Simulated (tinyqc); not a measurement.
Coherent transport through a tight-binding region between two chains, step by step. Computed by tinyqc, a small Python program that keeps every step. Settings: temperature = 4, mu = -0.25. Command: `OMP_NUM_THREADS=1 python tinyqc.py 22942 22943 out.jsonl` (the two numbers bound the seeds that draw the settings). One thread of a shared host (Intel(R) Xeon(R) Processor @ 2.60GHz), about 0.09 s of CPU time with the checks.

## Transmission at E = -0.21 eV

H of the central region (eV):
```
          1         2
1   0.00000  -1.19000
2  -1.19000   0.00000
```

Leads: semi-infinite chains with site energy 0:
```
parameter                           value
lead hopping t (eV)              1.870000
coupling to the left lead (eV)   0.420000
coupling to the right lead (eV)  0.390000
left contact site                       1
right contact site                      2
```

E = -0.21000 eV

Surface Green function g = (E - i sqrt(4 t^2 - E^2)) / (2 t^2); self-energy tc^2 g on each contact site; G = (E - H - Sigma)^(-1); Gamma = -2 Im Sigma; T = Gamma_L Gamma_R |G_LR|^2; local density of states -Im G_ii / pi.

g = -0.03003-0.53392i 1/eV

G (1/eV):
```
                  1                 2
1  0.14705-0.06260i  0.86068-0.02241i
2  0.86068-0.02241i  0.14628-0.07197i
```

local density of states (1/eV): 0.01993  0.02291

transmission = 0.02268

## Transmission across the band

The same steps on a grid of energies.

T(E):
```
E (eV)             T
-3.5530000  3.76e-05
-3.1977000   0.00017
-2.8424000   0.00046
-2.4871000   0.00120
-2.1318000   0.00342
-1.7765000   0.01299
-1.4212000   0.12221
-1.0659000   0.27321
-0.7106000   0.04646
-0.3553000   0.02530
0.0000000    0.02144
0.3553000    0.02530
0.7106000    0.04646
1.0659000    0.27321
1.4212000    0.12221
1.7765000    0.01299
2.1318000    0.00342
2.4871000    0.00120
2.8424000    0.00046
3.1977000    0.00017
3.5530000   3.76e-05
```

levels of the isolated region (eV): -1.19000  1.19000

## Current

I = (2e/h) int T(E) [f(E - mu - V/2) - f(E - mu + V/2)] dE at 4 K with mu = -0.25 eV, the bias not changing H; 2e^2/h = 77.48092 microsiemens; the integral runs over the band on 4001 points.

Current:
```
V (volt)  I (microampere)
0.01000           0.01797
0.05000           0.09004
0.10000           0.18020
0.20000           0.36195
0.40000           0.73612
0.80000           1.58531
```
